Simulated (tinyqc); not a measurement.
# Ion-assisted plasma etching: sheath, surface coverage, synergy and aspect-ratio dependence, step by step

A worked calculation. Computed by tinyqc, a small Python program that keeps every step. Command: `OMP_NUM_THREADS=1 python tinyqc.py 3021056 3021057 out.jsonl etch walk`. One thread of a shared host (Intel(R) Xeon(R) Processor @ 2.30GHz), about 0.07 s of CPU time with the checks. Intermediate numbers are printed to about 6 digits and carried at full precision; extremes and crossings named in words are read from the listed rows.

Radicals adsorb on bare sites; ions remove covered sites with a high yield and bare sites by sputtering; a slow spontaneous reaction acts everywhere, walls included.

Inputs (values chosen for the exercise, close to those used for silicon dioxide in a fluorocarbon plasma):
```
quantity,value,unit
plasma density n_e,5.6e+10,1/cm^3
electron temperature T_e,4.2,eV
ion mass M_i,40,u
sheath voltage V,500,V
radical density n,1.4e+13,1/cm^3
radical mass M_n,31,u
gas temperature T_g,350,K
sticking coefficient s,0.16,-
radicals per removed unit x,3,-
yield slope b,0.11,eV^(-1/2)
threshold E_th,13,eV
sputter slope b_p,0.018,eV^(-1/2)
sputter threshold E_p,28,eV
spontaneous reaction probability k_c,8.6e-06,-
solid density N,2.2e+22,1/cm^3
ion temperature T_i,0.47,eV
aspect ratio A,1.3,-
```

Feature: round hole.

Constants: e = 1.602176634e-19 C; u = 1.6605390666e-27 kg; k_B = 1.380649e-23 J/K; eps_0 = 8.8541878128e-12 F/m.

## Fluxes

Bohm speed u_B = sqrt(e T_e/M_i); ion flux G_i = 0.61 n_e u_B; radical flux G_n = n c/4 with c = sqrt(8 k_B T_g/(pi M_n)).

Bohm speed = 318292 cm/s

ion flux G_i = 1.08728e+16 1/(cm^2 s)

radical speed c = 48892.3 cm/s

radical flux G_n = 1.71123e+17 1/(cm^2 s)

flux ratio G_n/G_i = 15.7386

## Sheath and ion angles

Debye length lambda_D = sqrt(eps_0 T_e/(e n_s)) with n_s = 0.61 n_e, T_e in volts; Child-law sheath d = (sqrt2/3) lambda_D (2 V/T_e)^(3/4); ion energy E = V + T_e/2; angular spread = arctan(sqrt(T_i/E)).

Debye length = 82.4299 um

sheath thickness = 2355.28 um

ion energy E = 502.1 eV

angular spread = 1.75243 degrees

Caution: a sheath of several millimetres is collisional at usual pressures, which lowers the ion energy and widens the angles.

## Yields

Yields: Y = b (sqrt(E) - sqrt(E_th)) on covered sites, Y_p = b_p (sqrt(E) - sqrt(E_p)) on bare ones (zero below threshold).

yield Y = 2.06822

sputter yield Y_p = 0.308090

## Open-field etch rate

Steady coverage: s G_n (1 - theta) = x Y G_i theta; removal flux = Y G_i theta + Y_p G_i (1 - theta) + k_c G_n; rate = flux/N, 1 cm/s = 6e8 nm/min. Lateral rate = k_c G_n/N; anisotropy = 1 - lateral/vertical; synergy = vertical/(ions alone + radicals alone), with ions alone Y_p G_i/N and radicals alone the lateral rate.

coverage theta = 0.288687

vertical rate = 242.075 nm/min

lateral rate = 0.0401361 nm/min

anisotropy = 0.999834

synergy = 2.64856

Ions and radicals both limit the rate.

## Rate at the floor of the feature

Transmission of a round hole: K = 1/(1 + 3A/4), walls that scatter diffusely without loss. With a loss probability S = s (1 - theta) at the floor, G_b/G_n = K/(K + S - K S); theta follows G_b, and the two are solved together. Ions are taken to reach the floor unshadowed; G_b replaces G_n in every term of the rate; A is depth over diameter.

transmission K = 0.506329

G_b/G_n = 0.897382

coverage at the floor = 0.266971

rate at the floor = 230.737 nm/min

floor rate over open-field rate = 0.953162

The lag is 4.7 %.

## Etch lag against aspect ratio

The formulas are those given above.

Floor of the feature:
```
A,K,G_b/G_n,theta,rate (nm/min),relative rate
0.5,0.727273,0.958593,0.280081,237.582,0.981439
1.0,0.571429,0.919638,0.271793,233.254,0.963561
2.0,0.400000,0.848520,0.256159,225.091,0.929841
5.0,0.210526,0.680179,0.216332,204.298,0.843944
10.0,0.117647,0.500665,0.168880,179.523,0.741601
20.0,0.062500,0.320096,0.114975,151.381,0.625347
50.0,0.025974,0.150260,0.057478,121.364,0.501350
100.0,0.013158,0.079200,0.031142,107.616,0.444556
```

K falls by a factor 55.3 over the rows and the rate by 2.21. Among these rows the rate stays within 10 % of the open-field value up to A = 2, with an open-field coverage below one half; sputtering, which needs no radicals, carries much of the rate in the last rows. Caution: rows with A above about 1/(2 tan(ion spread)) or 1/sqrt(k_c), often 10 to 30, are formal: ion shadowing, radical loss on the walls, redeposition of sputtered material and, in fluorocarbon plasmas, polymer growth are left out and add to the lag.

## Yield per ion against the flux ratio

The ion flux is fixed and the radical flux set by the ratio; the removal per ion is the removal flux over G_i.

Open field:
```
G_n/G_i,theta,rate (nm/min),removal per ion
0.3,0.007677,95.366,0.32160
1,0.025139,104.482,0.35235
3,0.071806,128.844,0.43450
10,0.205005,198.384,0.66901
30,0.436178,319.092,1.07608
100,0.720569,467.705,1.57725
300,0.885533,554.315,1.86933
1000,0.962668,596.360,2.01112
3000,0.987239,614.285,2.07156
```

Coverage reaches one half at G_n/G_i = x Y/s = 38.8. Below that the ion-assisted part follows the radical flux, on top of the sputter floor Y_p = 0.308; above it the ion-assisted part saturates at Y = 2.07 per ion.

Checks made by the program: series form 1/R = 1/(Y G_i) + x/(s G_n) of the ion-assisted part (relative difference below 1e-10).
